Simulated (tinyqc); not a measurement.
# Band bending at a free surface with one surface level, surface photovoltage and Kelvin probe: what changes with what

n-type bulk, xi = Ec - EF = Vt ln(Nc/Nd), p0 = ni^2/Nd, ni = sqrt(Nc Nv) exp(-Eg/(2 Vt)), Eg in volts. b is the upward band bending, u = b/Vt. Space charge per area, in units of q: Qc = sign(b) sqrt((2 eps0 eps_r Vt/q) [(Nd + dn)(exp(-u) - 1) + Nd u + (p0 + dn)(exp(u) - 1)]), with dn the excess density under light (flat quasi-Fermi levels; 0 in the dark). The level holds -Ns f, f = 1/(1 + exp((xi + b - Es)/Vt)). Neutrality: Qc + Qf + (charge of the states) = 0.

Values chosen for this exercise; band and dielectric values close to those of silicon: temperature T = 350 K; band gap Eg = 1.12 eV; relative permittivity eps_r = 11.7; conduction-band density of states at T Nc = 3.52e19 cm^-3; valence-band density of states at T Nv = 3.35e19 cm^-3; donor density Nd = 4.6e16 cm^-3; fixed positive charge at the surface Qf = 0 cm^-2; density of an acceptor-like surface level Ns = 9.7e11 cm^-2; its depth below the conduction edge Es = 0.5 eV.

Constants: q = 1.602176634e-19 C, kB = 1.380649e-23 J/K, Vt = kB T/q, eps0 = 8.8541878128e-14 F/cm where lengths are in cm. Results are converted to the units shown.

Each table varies one quantity; the others keep the values above.

## Pinning by the surface states

b solves the neutrality condition in the dark.

Pinning by the surface states:
```
Ns (cm^-2)     b (V)  xi + b (eV)  Qc (cm^-2)
2.4e10      0.007979       0.2083    2.400e10
6.7e10       0.02417       0.2244    6.699e10
1.8e11       0.08260       0.2829    1.799e11
5.1e11        0.2685       0.4687    3.765e11
1.4e12        0.3254       0.5257    4.191e11
3.9e12        0.3616       0.5619    4.440e11
1.1e13        0.3938       0.5941    4.651e11
2.9e13        0.4227       0.6230    4.832e11
8.1e13        0.4529       0.6532    5.015e11
```

b rises from 0.00798 to 0.453 V. The level is over 95 % full (Qc near Ns - Qf) in the 3 rows with xi + b more than 3 Vt short of Es = 0.5 eV. Beyond that it empties, and between the last two rows b gains only 67.7 mV a decade.

## Photovoltage against injection

Same model as above.

Under chopped light the surface charge keeps its dark value, so b falls to bL with Qc(bL, dn) = Qc(b, 0); the photovoltage is b - bL.

Photovoltage against injection:
```
dn (cm^-3)    bL (V)  photovoltage (mV)  share of b removed (%)
6.4e7        0.30944          0.0011983               3.8724e-4
1.1e9        0.30942           0.020582               0.0066514
1.8e10       0.30911            0.33332                 0.10772
3.1e11       0.30451             4.9292                  1.5929
5.2e12       0.27663             32.806                  10.602
8.8e13       0.22119             88.248                  28.519
1.5e15       0.15320             156.24                  50.492
2.5e16      0.082931             226.51                  73.200
4.3e17      0.028413             281.03                  90.818
```

What does the table show?

The photovoltage rises from 0.00120 to 281 mV, towards the full b = 309 mV. Its steepest rise is 57.5 mV a decade (Vt ln 10 = 69.4 mV), and it reaches 90.8 % of b in the last row: even strong light does not flatten the bands fully, so a saturation reading understates b. For dn = 4.3e17 the injection is high, and a Dember voltage, left out here, adds to the signal.

Program tinyqc, `OMP_NUM_THREADS=1 python tinyqc.py 2430076 2430077 out.jsonl`; Intel Xeon 2.30GHz, shared host, one thread, about 0.01 s.
